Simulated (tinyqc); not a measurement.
# Phonon and roughness prefactors from two fields

Inverse problem. At 300 K and high field 1/mu = E^(1/3)/Ap + E^gs/As, E in MV/cm. Find Ap and As.

Parameters, values chosen for the exercise:
- gs = 2 (exponent of the roughness term)

mu at E = 0.55 and 1.24 MV/cm (cm^2/(V s)): 442.96875  208.31674

Solution. Two linear equations in 1/Ap and 1/As.

Ap = 463.0 cm^2/(V s)
As = 620.0 cm^2/(V s)

tinyqc, about 0.01 s, one thread, Intel Xeon 2.30GHz (shared host): `OMP_NUM_THREADS=1 python tinyqc.py 2510079 2510080 out.jsonl`
